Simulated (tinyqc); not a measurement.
## Ideality, resistance and saturation current from three points

Problem. Well above I0 a diode obeys V = n Vt ln(I/I0) + Rs I. Find n, Rs and I0.

Values chosen for this exercise:
```
symbol,value,unit,meaning
T,200,K,temperature
```

Constants: q = 1.602176634e-19 C, kB = 1.380649e-23 J/K, Vt = kB T/q. Results are converted to the units shown.

I (A): [0.0014, 0.012, 0.098]
V (V): [0.23610000, 1.5484600, 11.907911]

Answer. The equation is linear in a = n Vt, Rs and c = -a ln I0; three points give a 3 x 3 system.

n = 1.090
Rs = 120.0 ohm
I0 = 3.731e-5 A

tinyqc, about 0.01 s, one thread, Intel Xeon 2.30GHz (shared host): `OMP_NUM_THREADS=1 python tinyqc.py 2640091 2640092 out.jsonl`
